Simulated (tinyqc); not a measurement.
Worked calculation: one-electron ion in a basis of Gaussians. Computed by tinyqc, a small Python program that keeps every step. Settings: Z = 4, l = 2. Command: `OMP_NUM_THREADS=1 python tinyqc.py 24331 24332 out.jsonl` (the two numbers bound the seeds that draw the settings). One thread of a shared host (Intel(R) Xeon(R) Processor @ 2.60GHz), about 0.01 s of CPU time with the checks.

## Matrices over normalised Gaussians

exponents of r^l exp(-a r^2) (1/bohr^2): [0.047690, 0.197700, 0.820000, 3.400000, 14.100000]

Z = 4

l = 2

With p = a_i + a_j and I(k) = Gamma((k+1)/2) / (2 p^((k+1)/2)): S = I(2l+2), T = (2l+3) a_i a_j S / p, V = -Z I(2l+1), each divided by sqrt(S_ii S_jj).

S:
$$\begin{pmatrix}
1.000000 & 0.440926 & 0.063937 & 0.006160 & 0.000530 \\
0.440926 & 1.000000 & 0.440678 & 0.063917 & 0.006156 \\
0.063937 & 0.440678 & 1.000000 & 0.440833 & 0.063933 \\
0.006160 & 0.063917 & 0.440833 & 1.000000 & 0.440751 \\
0.000530 & 0.006156 & 0.063933 & 0.440751 & 1.000000
\end{pmatrix}$$

T (hartree):
$$\begin{pmatrix}
0.166915 & 0.118588 & 0.020171 & 0.002028 & 0.000176 \\
0.118588 & 0.691950 & 0.491383 & 0.083594 & 0.008402 \\
0.020171 & 0.491383 & 2.870000 & 2.038694 & 0.346804 \\
0.002028 & 0.083594 & 2.038694 & 11.900000 & 8.451842 \\
0.000176 & 0.008402 & 0.346804 & 8.451842 & 49.350000
\end{pmatrix}$$

V (hartree):
$$\begin{pmatrix}
-0.743434 & -0.525784 & -0.143366 & -0.027534 & -0.004802 \\
-0.525784 & -1.513673 & -1.070152 & -0.291839 & -0.056036 \\
-0.143366 & -1.070152 & -3.082732 & -2.179936 & -0.594456 \\
-0.027534 & -0.291839 & -2.179936 & -6.277233 & -4.438397 \\
-0.004802 & -0.056036 & -0.594456 & -4.438397 & -12.783163
\end{pmatrix}$$

## Generalised eigenproblem

H = T + V (hartree):
$$\begin{pmatrix}
-0.576519 & -0.407196 & -0.123195 & -0.025506 & -0.004626 \\
-0.407196 & -0.821723 & -0.578768 & -0.208245 & -0.047634 \\
-0.123195 & -0.578768 & -0.212732 & -0.141242 & -0.247652 \\
-0.025506 & -0.208245 & -0.141242 & 5.622767 & 4.013445 \\
-0.004626 & -0.047634 & -0.247652 & 4.013445 & 36.566837
\end{pmatrix}$$

Solve H C = S C e through S^(-1/2); each column has its largest component positive (the first on a tie).

eigenvalues of S: [0.307064, 0.531942, 0.914938, 1.403610, 1.842446]

eigenvalues (hartree): [-0.881621, -0.486525, 0.299709, 7.257374, 43.341802]

coefficients:
$$\begin{pmatrix}
0.103155 & 1.068193 & 0.350489 & -0.067059 & 0.019011 \\
0.822007 & -0.409738 & -0.854355 & 0.224157 & -0.064389 \\
0.240840 & -0.185319 & 1.076143 & -0.619644 & 0.189940 \\
0.009654 & -0.005125 & 0.016932 & 1.153889 & -0.544052 \\
0.001033 & -0.000866 & 0.004986 & -0.046434 & 1.130020
\end{pmatrix}$$

For Z = 4 and l = 2 the exact lowest level is -Z^2/(2 n^2) with n = l + 1: -0.888889 hartree.
